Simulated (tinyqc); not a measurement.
# Free and trapped electrons in a MOS channel with a dense trap tail: effects of single changes

p-type body, charge-sheet picture, full ionisation (an idealisation for deep acceptors), Boltzmann statistics for free electrons. e = Ec - EF at the surface. Acceptor-like traps of density D(E) = D0 + De exp(-E/Ew) at depth E below Ec, from 0 to Eu, hold n_t = integral of D(E)/(1 + exp((e - E)/Vt)). psi = Eg - Vt ln(Nv/Na) - e; N_dep = sqrt(2 eps0 eps_r Na (psi - Vt)/q); n_f = sqrt(N_dep^2 + 2 eps0 eps_r Vt Nc exp(-e/Vt)/q) - N_dep; Vg = Vfb + psi + q (N_dep + n_t + n_f)/Cox, Cox = eps0 eox/tox.

Inputs (values chosen for the exercise); band and dielectric values close to those of 4H silicon carbide: temperature T = 250 K; band gap Eg = 3.23 eV; relative permittivity eps_r = 9.78; conduction-band density of states at T Nc = 1.3e19 cm^-3; valence-band density of states at T Nv = 1.88e19 cm^-3; relative permittivity of the insulator eox = 3.9; insulator thickness tox = 25 nm; acceptor density Na = 2.6e16 cm^-3; flat-band voltage without trapped charge Vfb = -2.87 V; constant background density of acceptor-like traps D0 = 1e10 cm^-2 eV^-1; density of the tail at the conduction edge De = 3.2e12 cm^-2 eV^-1; decay energy of the tail Ew = 0.11 eV; depth below Ec down to which the traps reach Eu = 0.69 eV; mobility of free electrons mf = 68 cm^2/(V s).

Constants: q = 1.602176634e-19 C, kB = 1.380649e-23 J/K, Vt = kB T/q, eps0 = 8.8541878128e-14 F/cm where lengths are in cm. Results are converted to the units shown.

Each table varies one quantity; the others keep the values above.

## Free and trapped charge against gate voltage

Free share n_f/(n_f + n_t); swing ln 10 n_f/(dn_f/dVg); field-effect mobility mf q (dn_f/dVg)/Cox, for a constant mf; oxide field q (N_dep + n_t + n_f)/(eps0 eox).

Results:
columns A: Vg (V); B: e (eV); C: n_f (cm^-2); D: n_t (cm^-2); E: free share (%); F: swing (mV/decade); G: field-effect mobility (cm^2/(V s)); H: oxide field (MV/cm)
```
A            B         C         D        E      F         G       H
1       0.2819   3.556e6  3.235e10  0.01099  74.75  0.008639  0.4255
1.9    0.03408  2.912e11  2.649e11    52.36  963.4     54.89  0.6864
2.4    0.01279  6.642e11  3.014e11    68.79   1961     61.51  0.8778
2.9  -5.381e-4  1.063e12  3.201e11    76.86   3016     64.00   1.073
3.4   -0.01042  1.473e12  3.311e11    81.65   4100     65.25   1.269
3.9   -0.01833  1.889e12  3.380e11    84.82   5201     65.97   1.465
4.4   -0.02494  2.309e12  3.426e11    87.08   6314     66.42   1.663
4.8   -0.02956  2.646e12  3.453e11    88.46   7209     66.67   1.821
```

Estimate the missing row, Vg = 1.4 V.

Computed row:
columns A: Vg (V); B: e (eV); C: n_f (cm^-2); D: n_t (cm^-2); E: free share (%); F: swing (mV/decade); G: field-effect mobility (cm^2/(V s)); H: oxide field (MV/cm)
```
A          B         C         D      E      F      G       H
1.4  0.09366  2.118e10  1.643e11  11.42  198.6  19.38  0.5102
```

With this row back in the table: n_f reaches 1e11 cm^-2 at Vg = 1.60 V, against 1.34 V without traps. The free share rises from 0.0110 to 88.5 % and the field-effect mobility rises from 0.00864 to 66.7 cm^2/(V s), although mf = 68 is constant: in the last row 98.0 % of Cox dVg goes into free electrons. The swing in the first row is 74.8 mV a decade (Vt ln 10 = 49.6). For Vg = 1.9, 2.4, 2.9, 3.4, 3.9, 4.4, 4.8 EF lies less than 2 Vt below the band edge, or above it, where degeneracy and confinement, left out, matter.

## Effect of the density of the tail at the conduction edge

VT is the Vg for n_f = 1e11 cm^-2; swing ln 10 n_f/(dn_f/dVg) at n_f = 1e8 cm^-2; the last three columns are for Vg = VT + 2 V, with free share n_f/(n_f + n_t) and field-effect mobility mf q (dn_f/dVg)/Cox; there EF is near the band edge, where Boltzmann statistics are rough.

Results:
columns A: De (cm^-2 eV^-1); B: e at VT (eV); C: VT (V); D: q n_t/Cox at VT (V); E: swing (mV/decade); F: n_f (cm^-2); G: free share (%); H: field-effect mobility (cm^2/(V s))
```
A           B      C        D      E         F      G      H
1e12  0.05921  1.426  0.08453  68.84  1.712e12  93.99  66.41
2e12  0.05921  1.503   0.1618  77.99  1.677e12  88.79  66.05
1e13  0.05921  2.121   0.7796  151.2  1.411e12  58.14  62.31
2e13  0.05921  2.893    1.552  242.6  1.122e12  36.21  55.54
4e13  0.05921  4.438    3.096  425.5  7.151e11  16.09  38.51
9e13  0.05921  8.299    6.958  882.8  3.368e11  4.322  14.16
2e14  0.05921  16.79    15.45   1889  1.870e11  1.236  4.386
```

Estimate the missing row, De = 5e12 cm^-2 eV^-1.

Computed row:
columns A: De (cm^-2 eV^-1); B: e at VT (eV); C: VT (V); D: q n_t/Cox at VT (V); E: swing (mV/decade); F: n_f (cm^-2); G: free share (%); H: field-effect mobility (cm^2/(V s))
```
A           B      C       D      E         F      G      H
5e12  0.05921  1.735  0.3934  105.4  1.574e12  75.29  64.82
```

With this row back in the table: As De goes from 1e12 to 2e14, VT rises from 1.43 to 16.8 V, its part due to traps rises from 0.0845 to 15.5 V, the swing rises from 68.8 to 1890 mV/decade and the field-effect mobility falls from 66.4 to 4.39 cm^2/(V s).

Program tinyqc, `OMP_NUM_THREADS=1 python tinyqc.py 2222101 2222102 out.jsonl`; Intel Xeon 2.30GHz, shared host, one thread, about 0.02 s.
